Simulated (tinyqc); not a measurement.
Against thickness at fixed field: leakage through a gate insulator: direct, Fowler-Nordheim, trap-assisted and Poole-Frenkel currents. Computed by tinyqc, a small Python program. Command: `OMP_NUM_THREADS=1 python tinyqc.py 3029426 3029427 out.jsonl oxideleak walk`. One thread of a shared host (Intel(R) Xeon(R) Processor @ 2.30GHz), about 0.01 s of CPU time with the checks.

Electrons enter from the cathode Fermi level at x = 0; the conduction band of the insulator lies phi_b - e F x above it, F = V/t. WKB exponents use a parabolic band with mass m.

Inputs (values chosen for the exercise, with an insulator like SiO2):

| quantity | value | unit |
|---|---|---|
| thickness t | 5.7 | nm |
| barrier phi_b | 2.97 | eV |
| tunnelling mass m | 0.45 | m_0 |
| static constant eps_ox | 3.94 | - |
| voltage across the insulator V | 2.1 | V |
| trap depth phi_t | 1.9 | eV |
| trap density N_t | 4.7e+17 | cm^-3 |
| attempt rate nu_0 | 1e+13 | 1/s |
| activation of capture E_a | 0.29 | eV |
| temperature T | 350 | K |

Constants: hbar^2/(2 m_0) = 3.80998212 eV angstrom^2; e = 1.602176634e-19 C; hbar = 1.054571817e-34 J s; k_B = 8.617333262e-05 eV/K.

Method:
- For a level a distance phi(x) below the band, the WKB exponent is 2 int kappa dx with kappa = sqrt(m phi/(hbar^2/2m_0)); for a linear barrier from phi_1 down to phi_2 = max(phi_1 - e F d, 0) it is G = (4/3) sqrt(m/(hbar^2/2m_0)) (phi_1^(3/2) - phi_2^(3/2))/(e F).
- J_tun = e^3 F^2/(16 pi^2 hbar m phi_b) x exp(-G) / [1 - sqrt(phi_2/phi_b)]^2 with the free-electron mass in the cathode (m in m_0), phi_2 = max(phi_b - e V, 0): direct tunnelling for e V < phi_b, Fowler-Nordheim above. Image forces, back-flow and the limit on supply are left out, so J_tun is overstated below about 0.5 V.
- Equivalent oxide thickness = 3.9 t/eps_ox.
- A trap at depth x lies phi_t below the band. Capture: tunnel at the cathode Fermi level from 0 to x (G_in from phi_1 = phi_b), rate nu_0 exp(-G_in - E_c/k_B T) with E_c = E_a + max(phi_b - phi_t - e F x, 0), the last term being the height of the trap above the cathode Fermi level. Emission: tunnel from the trap level to the anode (G_out from phi_1 = phi_t over t - x), rate nu_0 exp(-G_out - E_a/k_B T). Re-emission to the cathode follows from detailed balance, rate_back = rate_in exp(dE/k_B T) with dE = phi_b - phi_t - e F x. Each trap passes R = rate_in rate_out/(rate_in + rate_back + rate_out) electrons per second; filling from the anode is left out.
- J_TAT = e N_t int_0^t R dx by the midpoint rule on 400 intervals; the most effective depth is the midpoint with the largest R, rounded to 0.01 nm.

field F = 3.68421 MV/cm

Currents:

| t (nm) | V (V) | J_tun (A/cm^2) | J_TAT (A/cm^2) |
|---|---|---|---|
| 1.2 | 0.4421 | 3.0153e+03 | 2.4810e-15 |
| 1.6 | 0.5895 | 2.2209e+01 | 4.8111e-15 |
| 2.2 | 0.8105 | 2.2488e-02 | 1.4043e-14 |
| 3.0 | 1.1053 | 4.6462e-06 | 7.4044e-14 |
| 4.0 | 1.4737 | 3.2244e-10 | 7.7538e-14 |
| 5.5 | 2.0263 | 1.6565e-15 | 6.5394e-14 |
| 7.5 | 2.7632 | 2.0954e-20 | 1.4346e-14 |
| 10.0 | 3.6842 | 3.5237e-21 | 7.4323e-15 |

Between the first rows J_tun falls by 5.33 decades per nm. J_TAT overtakes J_tun between 4 and 5.5 nm. Below about 0.5 V the formula for J_tun, which has no back-flow, overstates the current.

Extremes, crossings and ranges named in words are read from the listed rows.
